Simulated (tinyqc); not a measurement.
The same scatterer in wider strips: conductance of a narrow metal strip with scatterers (square lattice, Green functions).

A strip of W sites across with hard walls, site energy 0 and hopping -t. Mode n = 1 to W has profile chi_n(j) = sqrt(2/(W + 1)) sin(n j pi/(W + 1)) and energy en = -2t cos(n pi/(W + 1)); E = en - 2t cos(kn a). With z_n = exp(i kn a) (Im k > 0 for closed modes, |z| < 1) each lead gives the self-energy -t z_n in mode n. One column carries the site energies v, here a notch at the edge (a site raised out of reach). In the mode basis V_nm = sum_j chi_n(j) v_j chi_m(j), G = (E - en + 2 t z_n - V)^-1, and t_nm = 2t sqrt(sin(kn a) sin(km a)) G_nm in size for open modes. T = sum |t_nm|^2, conductance (2e^2/h) T.

Constants: e^2/h = 3.874045865e-05 S.

Parameters, chosen for this exercise (hopping and spacing of the size met in Cu or Al; the lattice is a model; shifted at random, so the results belong to these values and not to a real crystal):
- t = 1.87 eV (hopping)
- a = 2.86 angstrom (spacing)
- E = 0.72 eV (Fermi energy)
- v = (50, 0, 0) eV (site energies in the scattering column)

Width (W + 1) a; the strength is the entry of v largest in size. The notch stays one site deep. Added resistance (1/T - 1/M)/(2 e^2/h), M the number of open modes.

Against width:
```
W   width (angstrom)   M        T     T/M  added resistance (ohm)
3               11.4   3   2.0030  0.6677                  2141.5
4               14.3   3   2.8647  0.9549                   203.1
5               17.2   4   3.0237  0.7559                  1041.9
6               20.0   5   4.0017  0.8003                   644.0
8               25.7   7   6.0004  0.8572                   307.2
10              31.5   8   7.0185  0.8773                   225.6
14              42.9  11  10.3522  0.9411                    73.4
20              60.1  16  15.0143  0.9384                    53.0
```

What does the comparison show, and why?

The added resistance is 2142 ohm at W = 3 and 53.0 at W = 20; from W = 10 to 20 it changes by a factor 0.23, where 1/M gives 0.50 and 1/M^2 gives 0.25. A point scatterer removes at most one unit of M (here 0.14 to 1.00), so its resistance is at most 1/(M (M - 1)) in units of h/2e^2, without bound for M = 1, with jumps where modes open or where the site sits near a node of the open modes; the largest value is at W = 3 (2142 ohm).

Run: tinyqc, `OMP_NUM_THREADS=1 python tinyqc.py 1481403 1481404 out.jsonl`; Intel(R) Xeon(R) Processor @ 2.30GHz, one thread, shared host; about 0.01 s of CPU time with all checks.
